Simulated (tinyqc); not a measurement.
Composition of the buffer: band edges of strained Si(1-x)Ge(x) on relaxed Si(1-y)Ge(y).

Values are linear in the Ge fraction but for ED(x) = linear - CD x (1 - x) and a(x) = linear - Ca x (1 - x). Energies are on the common scale of Ev.

Coherent growth on a (110) face: e_par = (a(y) - a(x))/a(x), e_perp = -(C11 + 3 C12 - 2 C44)/(C11 + C12 + 2 C44) e_par; exx = eyy = (e_par + e_perp)/2, ezz = e_par, exy = (e_perp - e_par)/2, eyz = ezx = 0.

A valley with unit axis u lies at Ev + gap + (av + a_valley) tr(e) + Xu (u.e.u - tr(e)/3); the Delta axes are x, y, z and the L axes [111], [1-1-1], [-11-1], [-1-11]. The second-order shift of the Delta valleys under shear is left out; it lowers the pair normal to the sheared plane by tens of meV at a shear of 1 %.

Valence edges: Ev plus the levels of the 6 x 6 matrix of X, Y, Z times spin with -Dso/3 + l exx + m (eyy + ezz) on the diagonal (cyclic), n exy off it, l = av + 2 b, m = av - b, n = sqrt(3) d. Spin-orbit term (Dso/3) L.sigma on X, Y, Z with (L_k)_ij = -i epsilon_kij: <X+|H|Y+> = -i Dso/3, <X+|H|Z-> = Dso/3, <Y+|H|Z-> = -i Dso/3, <Z+|H|X-> = -Dso/3, <Z+|H|Y-> = i Dso/3, <X-|H|Y-> = i Dso/3, and their conjugates; + and - are the spin along z.

Parameters, chosen for this exercise (end members near Si and Ge, in this order; the results hold for these values, not for the real material): a = (5.427, 5.653) angstrom (lattice constant); Dso = (0.044, 0.292) eV (spin-orbit splitting); av = (2.42, 1.23) eV (valence hydrostatic potential); b = (-2.09, -2.52) eV (tetragonal shear potential); d = (-4.78, -5.24) eV (trigonal shear potential); C11 = (167.9, 128.6) GPa; C12 = (64.6, 47.8) GPa; C44 = (79.2, 66.5) GPa; Ev = (0, 0.63) eV (top of the unstrained valence band); ED = (1.158, 0.922) eV (gap to the Delta valleys); EL = (1.982, 0.739) eV (gap to the L valleys); aD = (1.82, 1.29) eV (hydrostatic potential of the Delta gap); aL = (-2.9, -2.66) eV (hydrostatic potential of the L gap); XuD = (9.48, 9.61) eV (uniaxial potential, Delta); XuL = (16.38, 15.34) eV (uniaxial potential, L); CD = 0.189 eV (bowing of the Delta gap); Ca = 0 angstrom (bowing of the lattice constant); face = 110 (growth face); x = 0.27 (Ge fraction of the layer).

The layer is kept. dEc = Ec(buffer) - Ec(layer), dEv = Ev(layer) - Ev(buffer); buffer edges Ev(y) and Ev(y) + min(ED, EL). The digit behind Delta or L counts whole valleys.

Results:

| y | e_par (%) | lowest valleys | gap (eV) | next valleys above (meV) | valence splitting (meV) | dEc (eV) | dEv (eV) |
|---|---|---|---|---|---|---|---|
| 0.00 | -1.11 | Delta2 | 0.930 | 80 | 53 | 0.047 | 0.181 |
| 0.12 | -0.62 | Delta2 | 0.987 | 44 | 38 | 0.023 | 0.100 |
| 0.23 | -0.16 | Delta2 | 1.038 | 12 | 13 | 0.005 | 0.027 |
| 0.35 | 0.33 | Delta4 | 1.041 | 24 | 29 | 0.015 | -0.024 |
| 0.47 | 0.82 | Delta4 | 1.011 | 59 | 80 | 0.042 | -0.053 |
| 0.59 | 1.32 | Delta4 | 0.976 | 94 | 134 | 0.075 | -0.078 |
| 0.70 | 1.77 | Delta4 | 0.943 | 127 | 186 | 0.109 | -0.099 |
| 0.82 | 2.26 | Delta4 | 0.906 | 162 | 242 | 0.152 | -0.122 |

How do the results move, and what explains it?

The gap is 0.930 eV in the first row and 0.906 eV in the last, with its largest listed value, 1.041 eV, at y = 0.35: it peaks near the match y = x, since strain of either sign narrows it. The lowest valleys change: Delta2 to Delta4 between y = 0.23 and 0.35. Per 0.1 of y the valence offset moves by -37 meV on average; the conduction offset lies between +5 and +152 meV, not monotonically. Both carriers sit on one side for y = 0.00, 0.12 and 0.23, and on opposite sides elsewhere. Offsets below about 30 meV are within the spread of parameter sets, so those rows do not settle the type. Strains above 2 % can be kept only in layers of a few nanometres.

Computed by tinyqc, a small Python program: `OMP_NUM_THREADS=1 python tinyqc.py 1081051 1081052 out.jsonl` (the numbers bound the seed that draws the inputs); one thread of a shared host (Intel(R) Xeon(R) Processor @ 2.30GHz), about 0.02 s for the whole set of steps.
